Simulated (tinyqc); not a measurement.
Worked calculation: CIS and TDHF on RHF in the sto-3g basis, frozen core, for BeH2, spin multiplicity 1. One step of it, computed by the program tinyqc.

Question. CIS triplet states. Diagonalise A (1 hartree = 27.211386 eV); each vector has its largest component positive (the first on a tie).

CIS matrix A, triplet (hartree), order 2>4, 2>5, 2>6, 2>7, 3>4, 3>5, 3>6, 3>7:
$$\begin{pmatrix}
0.301514 & 0.000000 & -0.004081 & 0.005159 & -0.000409 & 0.000000 & -0.000272 & 0.022812 \\
0.000000 & 0.303569 & 0.000000 & 0.000000 & 0.000000 & -0.000346 & 0.000000 & 0.000000 \\
-0.004081 & 0.000000 & 0.555066 & -0.031415 & -0.000272 & 0.000000 & 0.005809 & -0.137015 \\
0.005159 & 0.000000 & -0.031415 & 1.020060 & 0.022812 & 0.000000 & -0.137015 & -0.010705 \\
-0.000409 & 0.000000 & -0.000272 & 0.022812 & 0.275647 & 0.000000 & 0.001478 & -0.005181 \\
0.000000 & -0.000346 & 0.000000 & 0.000000 & 0.000000 & 0.278864 & 0.000000 & 0.000000 \\
-0.000272 & 0.000000 & 0.005809 & -0.137015 & 0.001478 & 0.000000 & 0.505355 & 0.031725 \\
0.022812 & 0.000000 & -0.137015 & -0.010705 & -0.005181 & 0.000000 & 0.031725 & 0.968147
\end{pmatrix}$$

Give: triplet excitation energies; lowest vectors.

Answer.

triplet excitation energies (eV): [7.476, 7.588, 8.182, 8.261, 12.765, 13.942, 27.491, 28.807]

lowest vectors, order 2>4, 2>5, 2>6, 2>7, 3>4, 3>5, 3>6, 3>7:
$$\begin{pmatrix}
0.015 & 0.000 & 0.999 & 0.000 & -0.004 & 0.014 \\
0.000 & 0.014 & 0.000 & 1.000 & 0.000 & 0.000 \\
0.002 & 0.000 & -0.004 & 0.000 & -0.125 & 0.947 \\
-0.036 & 0.000 & -0.007 & 0.000 & 0.229 & 0.098 \\
0.999 & 0.000 & -0.015 & 0.000 & 0.037 & 0.003 \\
0.000 & 1.000 & 0.000 & -0.014 & 0.000 & 0.000 \\
-0.029 & 0.000 & 0.002 & 0.000 & 0.961 & 0.125 \\
0.008 & 0.000 & -0.035 & 0.000 & -0.090 & 0.278
\end{pmatrix}$$
